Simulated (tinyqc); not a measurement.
Ferroelectric switching by domains, regions with a spread of times with Merz's law: two steps of the calculation.

A film poled to -Ps gets a pulse V of length t. Field E = V/d, characteristic time tau = t0 exp(Ea/E). The film consists of seven classes of regions, z = -3..3, with weights w_z proportional to exp(-z^2/2) and summing to one, and times tau_z = tau 10^(wd z); the switched share is f = sum w_z [1 - exp(-(t/tau_z)^m)]. P = Ps (2 f - 1).

Inputs (values chosen for the exercise):
- Ps = 17 uC/cm^2 (switchable polarisation)
- t0 = 2 ns (time prefactor)
- Ea = 11000 kV/cm (activation field)
- d = 15 nm (film thickness)
- m = 3 (Avrami exponent)
- V = 3.4 V (pulse voltage)
- wd = 0.3 decades (spread of switching times)
- tp = 410 ns (pulse length)

Task 1. Field and characteristic time. E = V/d, tau = t0 exp(Ea/E).

Find: E; tau.

Result 1.

E = 2266.7 kV/cm
tau = 256.23 ns

Task 2. Switched share of each class after the pulse. w_z, tau_z and f_z = 1 - exp(-(tp/tau_z)^m); f = sum w_z f_z.

tau = 256.23330 ns

Wanted: w_z; tau_z; f_z; f; P after the pulse.

Result 2.

```
z,w_z,tau_z (ns),f_z
-3,0.004433,32.26,1.000
-2,0.05401,64.36,1.000
-1,0.2420,128.4,1.000
0,0.3991,256.2,0.983
1,0.2420,511.3,0.403
2,0.05401,1020,0.063
3,0.004433,2035,0.008
```

f = 0.7939
P after the pulse = 9.991 uC/cm^2

Computed by the program tinyqc: `OMP_NUM_THREADS=1 python tinyqc.py 2860124 2860125 out.jsonl`, one thread of a shared Intel Xeon 2.30GHz, about 0.01 s for the whole run.
